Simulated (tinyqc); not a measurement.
Composition of the layer: band edges of strained Si(1-x)Ge(x) on relaxed Si(1-y)Ge(y).

Values are linear in the Ge fraction but for ED(x) = linear - CD x (1 - x) and a(x) = linear - Ca x (1 - x). Energies are on the common scale of Ev.

Coherent growth on a (110) face: e_par = (a(y) - a(x))/a(x), e_perp = -(C11 + 3 C12 - 2 C44)/(C11 + C12 + 2 C44) e_par; exx = eyy = (e_par + e_perp)/2, ezz = e_par, exy = (e_perp - e_par)/2, eyz = ezx = 0.

A valley with unit axis u lies at Ev + gap + (av + a_valley) tr(e) + Xu (u.e.u - tr(e)/3); the Delta axes are x, y, z and the L axes [111], [1-1-1], [-11-1], [-1-11]. The second-order shift of the Delta valleys under shear is left out; it lowers the pair normal to the sheared plane by tens of meV at a shear of 1 %.

Valence edges: Ev plus the levels of the 6 x 6 matrix of X, Y, Z times spin with -Dso/3 + l exx + m (eyy + ezz) on the diagonal (cyclic), n exy off it, l = av + 2 b, m = av - b, n = sqrt(3) d. Spin-orbit term (Dso/3) L.sigma on X, Y, Z with (L_k)_ij = -i epsilon_kij: <X+|H|Y+> = -i Dso/3, <X+|H|Z-> = Dso/3, <Y+|H|Z-> = -i Dso/3, <Z+|H|X-> = -Dso/3, <Z+|H|Y-> = i Dso/3, <X-|H|Y-> = i Dso/3, and their conjugates; + and - are the spin along z.

Parameters, chosen for this exercise (end members near Si and Ge, in this order; shifted at random, so the results belong to these values and not to a real crystal): a = (5.435, 5.663) angstrom (lattice constant); Dso = (0.044, 0.293) eV (spin-orbit splitting); av = (2.43, 1.22) eV (valence hydrostatic potential); b = (-2.07, -2.57) eV (tetragonal shear potential); d = (-4.77, -5.23) eV (trigonal shear potential); C11 = (165.2, 129.9) GPa; C12 = (63.9, 47.7) GPa; C44 = (80, 66.2) GPa; Ev = (0, 0.62) eV (top of the unstrained valence band); ED = (1.144, 0.941) eV (gap to the Delta valleys); EL = (2.027, 0.732) eV (gap to the L valleys); aD = (1.57, 1.25) eV (hydrostatic potential of the Delta gap); aL = (-3.23, -2.92) eV (hydrostatic potential of the L gap); XuD = (9.46, 9.48) eV (uniaxial potential, Delta); XuL = (15.6, 14.96) eV (uniaxial potential, L); CD = 0.179 eV (bowing of the Delta gap); Ca = 0 angstrom (bowing of the lattice constant); face = 110 (growth face); y = 0.2 (Ge fraction of the relaxed buffer).

The buffer is kept. dEc = Ec(buffer) - Ec(layer), dEv = Ev(layer) - Ev(buffer); buffer edges Ev(y) and Ev(y) + min(ED, EL). The digit behind Delta or L counts whole valleys.

Results:
```
x     e_par (%)  lowest valleys  gap (eV)  next valleys above (meV)  valence splitting (meV)  dEc (eV)  dEv (eV)
0.00       0.84          Delta4     1.089                        60                       86     0.025    -0.039
0.32      -0.50          Delta2     0.986                        35                       33     0.010     0.079
0.43      -0.95          Delta2     0.909                        67                       56     0.012     0.154
0.54      -1.39          Delta2     0.837                        98                       75     0.006     0.231
0.64      -1.80          Delta2     0.777                       126                       92    -0.004     0.302
0.75      -2.24          Delta2     0.715                       156                      109    -0.023     0.383
```

Give the missing row, x = 0.11.

Computed row:
```
x     e_par (%)  lowest valleys  gap (eV)  next valleys above (meV)  valence splitting (meV)  dEc (eV)  dEv (eV)
0.11       0.38          Delta4     1.084                        27                       34     0.014    -0.023
```

The gap is 1.089 eV in the first row and 0.715 eV in the last. The lowest valleys change: Delta4 to Delta2 between x = 0.11 and 0.32. Per 0.1 of x the valence offset moves by +56 meV on average; the conduction offset lies between -23 and +25 meV, not monotonically. Both carriers sit on one side for x = 0.32, 0.43 and 0.54, and on opposite sides elsewhere. Offsets below about 30 meV are within the spread of parameter sets, so those rows do not settle the type. Strains above 2 % can be kept only in layers of a few nanometres.

(tinyqc, `OMP_NUM_THREADS=1 python tinyqc.py 1050133 1050134 out.jsonl`, Intel(R) Xeon(R) Processor @ 2.30GHz, 1 thread, shared host, about 0.01 s.)
